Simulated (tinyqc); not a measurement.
# Inputs raised by 2 %, one at a time

Model: critical temperature from a phonon spectrum: McMillan, Allen-Dynes and the linearised Eliashberg equation. Computed by tinyqc, a small Python program. Command: `OMP_NUM_THREADS=1 python tinyqc.py 3016161 3016162 out.jsonl eliashberg sens`. One thread of a shared host (Intel(R) Xeon(R) Processor @ 2.30GHz), about 0.05 s of CPU time with the checks.

alpha^2 F(omega) = sum_i (lambda_i omega_i/2) delta(omega - omega_i), so that lambda = 2 int alpha^2 F/omega d omega = sum_i lambda_i.

Inputs (values chosen for the exercise, for a model metal): peak energy omega_1 = 38.9 meV; coupling lambda_1 = 0.337; peak energy omega_2 = 67.9 meV; coupling lambda_2 = 0.302; Coulomb pseudopotential mu* = 0.1.

Peaks in alpha^2 F: two.

Constants: k_B = 8.617333262e-05 eV/K.

Method:
- omega_log = exp(sum lambda_i ln omega_i / lambda); omega_rms = sqrt(sum lambda_i omega_i^2 / lambda).
- McMillan form: k_B T_c = (omega_log/1.2) exp[-1.04 (1 + lambda)/(lambda - mu* (1 + 0.62 lambda))]. Allen-Dynes multiplies it by f1 f2: f1 = [1 + (lambda/L1)^(3/2)]^(1/3), L1 = 2.46 (1 + 3.8 mu*); f2 = 1 + (omega_rms/omega_log - 1) lambda^2/(lambda^2 + L2^2), L2 = 1.82 (1 + 6.3 mu*) omega_rms/omega_log.
- Linearised Eliashberg equation at omega_n = (2n + 1) pi k_B T, n = 0..N-1: lambda(j) = sum_i lambda_i omega_i^2/(omega_i^2 + (2 pi j k_B T)^2); K_mn = lambda(m - n) + lambda(m + n + 1) - 2 mu*(N) - delta_mn [2m + 1 + lambda(0) + 2 sum_(j=1..m) lambda(j)], with 1/mu*(N) = 1/mu* + ln(omega_rms/omega_N), omega_N = (2N + 1) pi k_B T. T_c is where the largest eigenvalue rho of K is zero.
- N is the smallest integer at or above 8 omega_max/(2 pi k_B T_AD), omega_max the highest peak and T_AD the Allen-Dynes value.
- T_c ~ M^(-a). All omega_i scale as M^(-1/2) at fixed lambda, but mu* = mu/(1 + mu ln(E_F/omega)) changes: d mu*/d ln omega = mu*^2. In the McMillan form a = (1/2) [1 - 1.04 (1 + lambda)(1 + 0.62 lambda) mu*^2/(lambda - mu* (1 + 0.62 lambda))^2].

Runs:
```
input moved                   from       to  T_c, Eliashberg (K)  T_c, McMillan form (K)  omega_log (meV)  isotope exponent a
base run                         -        -               15.698                  16.119           50.616             0.45228
peak energy omega_1 (meV)     38.9   39.678               15.888                  16.288           51.147             0.45228
coupling lambda_1            0.337  0.34374               16.132                  16.545           50.477             0.45314
peak energy omega_2 (meV)     67.9   69.258               15.820                  16.270           51.092             0.45228
coupling lambda_2            0.302  0.30804               16.172                  16.587           50.755             0.45305
Coulomb pseudopotential mu*    0.1    0.102               15.367                  15.812           50.616             0.44980
```

Exponents ln(y'/y) / ln(x'/x):
```
input                        T_c, Eliashberg  T_c, McMillan form  omega_log  isotope exponent a
peak energy omega_1                    0.607               0.527      0.527               0.000
coupling lambda_1                      1.377               1.316     -0.139               0.095
peak energy omega_2                    0.391               0.473      0.473               0.000
coupling lambda_2                      1.500               1.444      0.139               0.086
Coulomb pseudopotential mu*           -1.077              -0.969      0.000              -0.279
```

Which inputs matter most for each result?

Among the inputs moved here: T_c, Eliashberg answers most in size to coupling lambda_2 (exponent +1.500), next to coupling lambda_1 (+1.377). T_c, McMillan form answers most in size to coupling lambda_2 (exponent +1.444), next to coupling lambda_1 (+1.316). omega_log answers most in size to peak energy omega_1 (exponent +0.527), next to peak energy omega_2 (+0.473); its exponent is below 0.0005 for Coulomb pseudopotential mu*. isotope exponent a answers most in size to Coulomb pseudopotential mu* (exponent -0.279), next to coupling lambda_1 (+0.095); its exponent is below 0.0005 for peak energy omega_1, peak energy omega_2.

Extremes, crossings and ranges named in words are read from the listed rows.
